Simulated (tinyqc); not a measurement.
Modulation-doped quantum well, Poisson-Schroedinger loop: two steps of the calculation.

A well of width L centred at z = 0 between barriers Vb; effective-mass electrons, parabolic bands. The electrons come from donor sheets outside the mesh, a share fL of Ns on the left and the rest on the right, so the structure is neutral. Energies are counted from the band edge of the well, with U = 0 on the first node in the Hartree part.

Inputs (values chosen for the exercise); material values close to those of GaAs in AlGaAs: relative permittivity (all layers) eps_r = 13.2; mesh step hz = 0.9 nm; sheet density of electrons Ns = 3.6e11 cm^-2; share of the donors on the left side fL = 1; mixing factor a = 1.

Constants: q = 1.602176634e-19 C, hbar = 1.054571817e-34 J s, m0 = 9.1093837015e-31 kg, eps0 = 8.8541878128e-14 F/cm where lengths are in cm, hbar^2/(2 m0) = 0.0380998212 eV nm^2. Results are converted to the units shown.

Problem 1. Density, output potential and mixing. n_i = sum_k N_k |psi_k|^2 (converted to cm^-3). Hartree part by Gauss: on the interval after node i the enclosed sheet charge is S_i = fL Ns - hz sum_(j<=i) n_j, and U_(i+1) = U_i + q S_i hz/(eps0 eps_r) in eV, U_1 = 0. Mixing: U(new) = U + a (U(out) - U).

```
node  z (nm)  self-consistent potential U at the start (eV)  |psi|^2 of E1 (1/nm)  |psi|^2 of E2 (1/nm)
1       -7.2                                              0            0.00008360            0.00161653
2       -6.3                                              0            0.00048783            0.00730237
3       -5.4                                              0            0.00194272            0.01984969
4       -4.5                                              0            0.00702983            0.04504982
5       -3.6                                              0            0.02462166            0.09381369
6       -2.7                                              0            0.07599641            0.17357183
7       -1.8                                              0            0.12999411            0.15372688
8       -0.9                                              0            0.17629041            0.06373063
9          0                                              0            0.20021015            0.00140758
10       0.9                                              0            0.19278977            0.03563879
11       1.8                                              0            0.15472472            0.12743697
12       2.7                                              0            0.09752624            0.17108782
13       3.6                                              0            0.03419008            0.10740528
14       4.5                                              0            0.01079107            0.06115521
15       5.4                                              0            0.00332870            0.03168742
16       6.3                                              0            0.00093047            0.01337408
17       7.2                                              0            0.00017334            0.00325654
```

N_k (cm^-2): E1 3.5999524e11, E2 4.7581189e6

Find: n; U(out); U after round 1.

Solution 1.

```
node  n (1e17 cm^-3)  U(out) (eV)  U after round 1 (eV)
1              0.003      0.00000               0.00000
2              0.018      0.00444               0.00444
3              0.070      0.00888               0.00888
4              0.253      0.01331               0.01331
5              0.886      0.01772               0.01772
6              2.736      0.02202               0.02202
7              4.680      0.02602               0.02602
8              6.346      0.02950               0.02950
9              7.207      0.03228               0.03228
10             6.940      0.03426               0.03426
11             5.570      0.03546               0.03546
12             3.511      0.03605               0.03605
13             1.231      0.03625               0.03625
14             0.389      0.03631               0.03631
15             0.120      0.03633               0.03633
16             0.034      0.03633               0.03633
17             0.006      0.03633               0.03633
```

Problem 2. Levels and probability densities. Tridiagonal Hamiltonian with psi = 0 one step beyond both ends: H_ii = C (1/m_(i-1/2) + 1/m_(i+1/2))/hz^2 + V0_i + U_i, H_(i,i+1) = -C/(m_(i+1/2) hz^2), C = hbar^2/(2 m0). The lowest 2 level(s) are kept, normalised to hz sum |psi|^2 = 1.

```
node  fixed potential V0 (eV)  U after round 1 (eV)
1                  0.27292000           0.000000000
2                  0.26968000           0.004441197
3                  0.26644000           0.008880444
4                  0.26320000           0.013311924
5                  0.25996000           0.017715301
6                  0.00972000           0.022020253
7                  0.00648000           0.026021413
8                  0.00324000           0.029502936
9                  0.00000000           0.032279765
10                -0.00324000           0.034256289
11                -0.00648000           0.035462168
12                -0.00972000           0.036049555
13                 0.23404000           0.036247089
14                 0.23080000           0.036307949
15                 0.22756000           0.036325669
16                 0.22432000           0.036330083
17                 0.22108000           0.036330776
```

mass on the intervals 1/2, 3/2, ... (mean of both at an interface) (m0): 0.0897  0.0897  0.0897  0.0897  0.0897  0.07925  0.0688  0.0688  0.0688  0.0688  0.0688  0.0688  0.07925  0.0897  0.0897  0.0897  0.0897  0.0897

Find: levels; |psi|^2 of E1; |psi|^2 of E2.

Solution 2.

levels (eV): E1 0.08598, E2 0.23582

```
node  |psi|^2 of E1 (1/nm)  |psi|^2 of E2 (1/nm)
1                  0.00012               0.00228
2                  0.00067               0.00980
3                  0.00252               0.02477
4                  0.00857               0.05182
5                  0.02841               0.09958
6                  0.08418               0.17264
7                  0.13888               0.14306
8                  0.18152               0.05220
9                  0.19915               0.00012
10                 0.18613               0.04410
11                 0.14585               0.13538
12                 0.09033               0.17187
13                 0.03120               0.10365
14                 0.00969               0.05677
15                 0.00295               0.02850
16                 0.00081               0.01175
17                 0.00015               0.00282
```

Computed by the program tinyqc: `OMP_NUM_THREADS=1 python tinyqc.py 2140063 2140064 out.jsonl`, one thread of a shared Intel Xeon 2.30GHz, about 0.2 s for the whole run.
